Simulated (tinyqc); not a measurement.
Pariser-Parr-Pople SCF with singles CI, for the molecule C=CC=C(O)N=C (SMILES; centres numbered as the heavy atoms are written), step by step. One step of it, computed by the program tinyqc.

Task: Singles CI, singlets. Over the 6 single excitations with the smallest orbital gaps: A = (e_a - e_i) delta + 2 (ia|jb) - (ij|ab), with (pq|rs) = sum c_mp c_mq gamma_mn c_nr c_ns. f = 2/3 w |mu|^2 in atomic units, mu = sqrt2 sum c_ia sum_m c_mi c_ma R_m.

orbital energies (eV): -14.959463  -12.303293  -11.559420  -8.166082  -1.013125  1.388409  3.553938

coefficients:
```
,MO1,MO2,MO3,MO4,MO5,MO6,MO7
1C,0.049728,0.093478,0.493425,-0.529174,-0.334747,0.503163,0.316335
2C,0.120431,0.129876,0.637006,-0.237476,0.166355,-0.497329,-0.481089
3C,0.273249,0.134573,0.432014,0.540757,0.354149,-0.017095,0.549961
4C,0.546452,0.150753,0.031054,0.389377,-0.297797,0.420073,-0.510824
5O,0.494753,0.611962,-0.397774,-0.373148,0.167189,-0.161309,0.171129
6N,0.533554,-0.574948,-0.045626,-0.082877,-0.397899,-0.401837,0.236659
7C,0.283352,-0.478011,-0.053377,-0.270998,0.678152,0.367755,-0.140692
```

repulsion gamma_rs (eV):
```
,1C,2C,3C,4C,5O,6N,7C
1C,10.340000,7.291530,5.149258,3.638325,3.363345,2.867412,2.300239
2C,7.291530,10.340000,7.293113,5.149410,4.931220,3.667785,2.853762
3C,5.149258,7.293113,10.340000,7.290443,5.618226,5.231249,3.638244
4C,3.638325,5.149410,7.290443,10.340000,8.852666,7.531374,5.149410
5O,3.363345,4.931220,5.618226,8.852666,24.460000,5.642646,4.931732
6N,2.867412,3.667785,5.231249,7.531374,5.642646,11.770000,7.528434
7C,2.300239,2.853762,3.638244,5.149410,4.931732,7.528434,10.340000
```

Centres (angstrom, eV; a flat drawing with bonds scaled to 1.40 angstrom):
```
centre,x,y,core charge z,W,gamma_rr
1C,-3.161000,-0.301000,1,10.260000,10.340000
2C,-1.887000,0.280000,1,10.260000,10.340000
3C,-0.747000,-0.532000,1,10.260000,10.340000
4C,0.527000,0.050000,1,10.260000,10.340000
5O,0.660000,1.444000,2,34.330000,24.460000
6N,1.667000,-0.762000,1,13.330000,11.770000
7C,2.941000,-0.180000,1,10.260000,10.340000
```

Give: singlet CI matrix; singlet excitation energies; oscillator strengths.

Result:

singlet CI matrix (eV):
```
,4>5,4>6,3>5,2>5,4>7,3>6
4>5,3.596,0.007,-0.325,-0.039,0.036,-0.547
4>6,0.007,5.189,-0.095,0.216,-0.103,-0.299
3>5,-0.325,-0.095,6.512,0.260,0.231,0.653
2>5,-0.039,0.216,0.260,6.225,-0.005,0.103
4>7,0.036,-0.103,0.231,-0.005,6.557,0.206
3>6,-0.547,-0.299,0.653,0.103,0.206,7.929
```

singlet excitation energies (eV): 3.505  5.105  6.025  6.433  6.583  8.357

oscillator strengths: 0.933  0.388  0.157  0.043  0.030  0.024
